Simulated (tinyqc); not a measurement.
What moves the results: Gamma, L and X subbands of a thin body with non-parabolic valleys. A value that a table varies takes the place of the one given here.

Hard walls, flat band, c = hbar^2/2m0, energies from the bulk Gamma edge. For a valley at angle theta to the normal 1/m_z = cos^2/ml + sin^2/mt and m_d = sqrt(ml mt^2/m_z). Subband n starts at E_v + e with e (1 + a e) = c (n pi/t)^2/m_z, and its density-of-states mass is taken as m_d (1 + 2 a e), without further growth at higher in-plane energy. Groups are named by valley and degeneracy.

n_i = g m/(2 pi c) kB T ln(1 + exp((EF - E_i)/kB T)), sum n_i = Ns (1e12/cm^2 = 1e-4/angstrom^2), c = hbar^2/2m0. Quantum capacitance Cq = 1602.176634 sum g m/(2 pi c) f_i in microfarad/cm^2 with f_i = 1/(1 + exp((E_i - EF)/kB T)); Cox = 34.5313/eot (one gate); C/Cox = Cq/(Cq + Cox), the centroid term left out.

Constants: hbar^2/2m0 = 3.80998211 eV angstrom^2; kB = 8.617333262e-05 eV/K.

Values chosen for the exercise (near those of a thin GaSb channel; the results hold for these values, not for the real material):

| symbol | value | unit | meaning |
|---|---|---|---|
| face | 111 |  | surface |
| mG | 0.0386 | m0 | Gamma mass |
| aG | 1.14 | 1/eV | Gamma non-parabolicity |
| EL | 0.051 | eV | L edge above Gamma |
| mL | (1.264, 0.1) | m0 | L valleys (four, along <111>): ml, mt |
| EX | 0.322 | eV | X edge above Gamma |
| mX | (1.483, 0.217) | m0 | X valleys (three, along <100>): ml, mt |
| aS | 0.43 | 1/eV | non-parabolicity of L and X |
| Ns | 3.3 | x 1e12/cm^2 | sheet density |
| T | 300 | K | temperature |
| eot | 14 | angstrom | equivalent oxide thickness |
| ts | (18, 24, 30, 40, 55, 75, 110) | angstrom | thicknesses |
| t | 38 | angstrom | body thickness |
| Nl | (0.5, 1, 2, 4, 7, 11, 16) | x 1e12/cm^2 | sheet densities |

## Thinning the body

Lowest edge of each valley type, the lowest group, the Gamma share and C/Cox, with n = 1 to 8 of all groups.

Results:

| t (angstrom) | Gamma (eV) | L (eV) | X (eV) | lowest | Gamma share (%) | C/Cox |
|---|---|---|---|---|---|---|
| 18 | 1.244 | 0.139 | 0.657 | L1 | 0.0 | 0.734 |
| 24 | 0.856 | 0.102 | 0.520 | L1 | 0.0 | 0.742 |
| 30 | 0.630 | 0.084 | 0.452 | L1 | 0.0 | 0.772 |
| 40 | 0.414 | 0.069 | 0.397 | L1 | 0.0 | 0.809 |
| 55 | 0.251 | 0.061 | 0.362 | L1 | 0.0 | 0.855 |
| 75 | 0.148 | 0.056 | 0.344 | L1 | 0.6 | 0.876 |
| 110 | 0.074 | 0.053 | 0.332 | L1 | 2.9 | 0.882 |

How do the results move?

From 110 down to 18 angstrom Gamma rises by 1.17 eV, L by 0.09 and X by 0.32 eV, the light Gamma mass moving most. L1 stays lowest throughout. The Gamma share goes from 3 % to 0 %. C/Cox is 0.88 and 0.73 at the ends and lies between 0.73 and 0.88. Hard walls overstate the rise in the thinnest rows.

## Raising the sheet density

Fixed thickness, n = 1 to 8 of all groups; the gate overdrive above the lowest edge is (EF - E_lowest)/e + 0.1602177 Ns/Cox in volts.

Results:

| Ns (1e12/cm^2) | EF - lowest (eV) | Gamma share (%) | Cq | C/Cox | overdrive (V) |
|---|---|---|---|---|---|
| 0.5 | -0.018 | 0.0 | 2.61 | 0.514 | 0.014 |
| 1.0 | 0.004 | 0.0 | 4.53 | 0.647 | 0.069 |
| 2.0 | 0.032 | 0.0 | 7.30 | 0.748 | 0.161 |
| 4.0 | 0.066 | 0.0 | 11.22 | 0.820 | 0.326 |
| 7.0 | 0.102 | 0.0 | 15.91 | 0.866 | 0.557 |
| 11.0 | 0.135 | 0.0 | 23.80 | 0.906 | 0.850 |
| 16.0 | 0.162 | 0.0 | 36.87 | 0.937 | 1.201 |

How do the results move?

The lowest subband is L1 n=1; the light Gamma level lies 376 meV above it, lifted there by confinement. At the highest density band filling takes 0.162 V of the 1.201 V overdrive. Cq grows from 2.6 to 36.9 microfarad/cm^2 while EF moves from -0.018 to +0.162 eV against the lowest edge; the Gamma share stays near 0 %.

## What each parameter does

n = 1 to 8 of all groups. Each row changes one parameter from the base and keeps the others.

Results:

| case | lowest edge (eV) | EF (eV) | Gamma share (%) | C/Cox |
|---|---|---|---|---|
| base | 0.071 | 0.127 | 0.0 | 0.802 |
| t = 32 angstrom | 0.080 | 0.143 | 0.0 | 0.781 |
| mG = 0.0444 m0 | 0.071 | 0.127 | 0.0 | 0.802 |
| aG = 0.8 1/eV | 0.071 | 0.127 | 0.0 | 0.802 |
| EL = 0.101 eV | 0.121 | 0.177 | 0.0 | 0.802 |
| Ns = 4.95 x 1e12/cm^2 | 0.071 | 0.150 | 0.0 | 0.838 |
| eot = 12 angstrom | 0.071 | 0.127 | 0.0 | 0.776 |
| T = 250 K | 0.071 | 0.131 | 0.0 | 0.806 |

What can be read from the table?

The largest shifts from the base row, up to three for each result and ties (the steps differ in size, so this ranks the rows, not the parameters). lowest edge (eV): EL +0.050, t +0.008; unchanged at the printed digits by mG, aG, Ns, eot and T. EF (eV): EL +0.050, Ns +0.023, t +0.016; unchanged at the printed digits by mG, aG and eot. Gamma share (%): unchanged at the printed digits by t, mG, aG, EL, Ns, eot and T. C/Cox: Ns +0.036, eot -0.026, t -0.021; unchanged at the printed digits by mG, aG and EL.

Program tinyqc; command `OMP_NUM_THREADS=1 python tinyqc.py 1252176 1252177 out.jsonl`; about 0.02 s on one thread of a shared Intel(R) Xeon(R) Processor @ 2.30GHz.
